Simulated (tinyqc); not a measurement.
# Avalanche multiplication and breakdown of a junction from ionisation integrals, step by step

A worked calculation. Computed by tinyqc, a small Python program that keeps every step. Command: `OMP_NUM_THREADS=1 python tinyqc.py 3019516 3019517 out.jsonl impact walk`. One thread of a shared host (Intel(R) Xeon(R) Processor @ 2.30GHz), about 0.01 s of CPU time with the checks. Intermediate numbers are printed to about 5 digits and carried at full precision; extremes and crossings named in words are read from the listed rows.

Ionisation coefficients follow the local field. Position x runs through the depletion layer from the p side (x = 0), where electrons enter, to the n side (x = w), where holes enter. The built-in voltage is neglected.

Inputs (values chosen for the exercise, modelled on 4H-SiC): electron prefactor a_n = 1.91e+08 1/cm; electron field b_n = 3.35e+07 V/cm; hole prefactor a_p = 3.1e+08 1/cm; hole field b_p = 2.46e+07 V/cm; exponent c = 1; permittivity eps = 9.7; drift-layer mobility mu = 970 cm^2/(V s); doping N of the lightly doped side = 2.7e+16 1/cm^3; bias as a fraction of the breakdown voltage = 0.67.

Junction: one-sided abrupt p+n.

Constants: e = 1.602176634e-19 C; eps_0 = 8.8541878128e-12 F/m.

## Breakdown

alpha_n = a_n exp(-(b_n/F)^c), alpha_p = a_p exp(-(b_p/F)^c). Field F = F_m (1 - s), w = eps eps_0 F_m/(e N), V = F_m w/2, with s = x/w (the peak lies at the p+ side). With Phi(x) = int_0^x (alpha_n - alpha_p) dx': 1 - 1/M_n = I_n = int_0^w alpha_n exp(-Phi) dx and M_p = M_n exp(-Phi(w)); trapezoid rule on 401 even points; breakdown at I_n = 1. Solve I_n(F_m) = 1.

critical field F_m = 2.9420 MV/cm

width at breakdown = 5.8411 micrometre

breakdown voltage = 859.23 V

## Coefficients at the critical field

The formulas are those given above.

alpha_n = 2167.0 1/cm

alpha_p = 72439 1/cm

ratio k = alpha_p/alpha_n = 33.429

shorter ionisation length = 0.13805 micrometre

Holes ionise more readily at the peak field.

## Field and integrand below breakdown

Bias V = fraction times the breakdown voltage.

peak field = 2.4082 MV/cm

Every 50th point:
```
x (micrometre)  F (MV/cm)  alpha_n (1/cm)  alpha_p (1/cm)       Phi  I_n up to x
0.0000             2.4082      1.7359e+02      1.1348e+04   0.00000    0.0000000
0.5976             2.1071      2.3794e+01      2.6372e+03  -0.36335    0.0055797
1.1953             1.8061      1.6815e+00      3.7679e+02  -0.43557    0.0063673
1.7929             1.5051      4.1175e-02      2.4720e+01  -0.44386    0.0064122
2.3906             1.2041      1.5777e-04      4.1540e-01  -0.44426    0.0064130
2.9882             0.9031      1.4804e-08      4.5797e-04  -0.44426    0.0064130
3.5858             0.6020      1.3033e-16      5.5665e-10  -0.44426    0.0064130
4.1835             0.3010      8.8926e-41      9.9954e-28  -0.44426    0.0064130
4.7811             0.0000               0               0  -0.44426    0.0064130
```

## Multiplication and noise

M_n = 1/(1 - I_n), M_p = M_n exp(-Phi(w)); McIntyre excess noise for the carrier with the larger M, F_x = k M + (1 - k)(2 - 1/M), with k = (smaller M - 1)/(larger M - 1).

M_n = 1.0065

M_p = 1.5694

effective k = 0.011335

excess noise factor = 1.3652

Injecting holes gives the larger gain and, at equal gain, the lower noise.

## On-resistance of the drift layer

R_on = w/(e mu N) with w the width at breakdown; figure of merit V_B^2/R_on; for a triangular field it equals eps eps_0 mu F_m^3/4.

specific on-resistance = 0.13920 milliohm cm^2

V_B^2/R_on = 5303.6 MW/cm^2

eps eps_0 mu F_m^3/4 = 5303.6 MW/cm^2

## Gain against bias and Miller's formula

Miller's exponent n is defined by 1 - 1/M = (V/V_B)^n for the larger M.

Gain:
```
V/V_B   V (V)  F_m (MV/cm)     M_n     M_p  Miller exponent n
0.50   429.62       2.0803  1.0005    1.07             3.9181
0.60   515.54       2.2789  1.0024    1.26             3.1169
0.70   601.46       2.4615  1.0097    1.80             2.2786
0.80   687.39       2.6314  1.0380    3.59             1.4647
0.90   773.31       2.7911  1.1890   12.47             0.7931
0.95   816.27       2.8675  1.5980   36.16             0.5467
0.98   842.05       2.9125  2.9696  115.37             0.4309
0.99   850.64       2.9273  5.3160  250.80             0.3975
```

The larger gain passes 2 between 0.700 and 0.800 of V_B and reaches 251 at 0.99. Miller's exponent runs from 0.40 to 3.9, so it is not a constant: a fit holds over a narrow range only. From the first row to the last the voltage grows by a factor 1.98 and the peak field by 1.41.

Checks made by the program: the hole form of the condition, int alpha_p exp(Phi(w) - Phi) dx = 1 (relative difference 8e-05).
